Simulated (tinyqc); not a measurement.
# One-diode model of a solar cell: effect of the concentration

J is the current delivered and Vj = V + J Rs the junction voltage. J = X JL - J01 (exp(Vj/(n1 Vt)) - 1) - Vj/Rp. The photocurrent does not depend on voltage.

Jsc at V = 0, Voc at J = 0, the maximum power point where J (1 + 2 Rs G) = G Vj with G = -dJ/dVj; FF = Vmp Jmp/(Voc Jsc); efficiency Vmp Jmp/(X Pin). Empirical fill factor without parasitics FF0 = (v - ln(v + 0.72))/(v + 1), v = Voc/(n1 Vt).

Inputs (values chosen for the exercise); values of the order met in cells of gallium arsenide:
```
symbol,value,unit,meaning
T,348,K,temperature
JL,23.7,mA/cm^2,photocurrent at one sun
J01,1.2e-14,A/cm^2,saturation current of the diode
n1,1.06,,ideality factor of the diode
Rs,0.37,ohm cm^2,series resistance
Rp,700,ohm cm^2,shunt resistance
Pin,100,mW/cm^2,incident power at one sun
```

Constants: q = 1.602176634e-19 C, kB = 1.380649e-23 J/K, Vt = kB T/q. Results are converted to the units shown.

Effect of the concentration:

| X (suns) | Jsc (mA/cm^2) | Voc (V) | Vmp (V) | Jmp (mA/cm^2) | FF | efficiency (%) | FF0 |
|---|---|---|---|---|---|---|---|
| 0.01 | 0.2369 | 0.1659 | 0.08295 | 0.1184 | 0.2500 | 0.9824 | 0.5527 |
| 0.04 | 0.9475 | 0.6559 | 0.3318 | 0.4738 | 0.2529 | 3.930 | 0.8123 |
| 0.1 | 2.369 | 0.8056 | 0.6744 | 1.386 | 0.4898 | 9.346 | 0.8383 |
| 0.5 | 11.84 | 0.8744 | 0.7653 | 10.36 | 0.7659 | 15.86 | 0.8477 |
| 2 | 47.37 | 0.9211 | 0.8008 | 44.48 | 0.8162 | 17.81 | 0.8535 |
| 6 | 142.1 | 0.9566 | 0.8044 | 135.3 | 0.8006 | 18.14 | 0.8576 |
| 20 | 473.7 | 0.9951 | 0.7359 | 447.8 | 0.6990 | 16.48 | 0.8617 |
| 80 | 1895 | 1.039 | 0.5343 | 1269 | 0.3444 | 8.478 | 0.8662 |
| 300 | 2878 | 1.081 | 0.5411 | 1441 | 0.2505 | 2.598 | 0.8701 |

What does the comparison show?

As X goes from 0.01 to 300, Voc rises from 0.166 to 1.08 V, FF goes from 0.250 through a maximum of 0.816 (at X = 2 among the rows listed) to 0.250 and the efficiency goes from 0.982 through a maximum of 18.1 (at X = 6 among the rows listed) to 2.60 %. Voc gains 73.2 mV a decade at the top and 814 mV at the bottom (n1 Vt ln 10 = 73.2 mV). Past the optimum the loss in Rs, which grows as J^2, outruns the gain in Voc: at the best row X JL Rs = 1.7 n1 Vt. For X = 0.01 v is below 10, outside the range of the formula for FF0. For X = 0.01, 0.04, 0.1 the shunt carries over 0.3 of the photocurrent at open circuit, so it pulls Voc down and FF towards the 1/4 of a resistor. For X = 80, 300 Rs Jsc exceeds half of Voc, so the series resistance shapes the curve and drives FF towards the 1/4 of a resistor.

Program tinyqc, `OMP_NUM_THREADS=1 python tinyqc.py 2280101 2280102 out.jsonl`; Intel Xeon 2.30GHz, shared host, one thread, about 0.01 s.
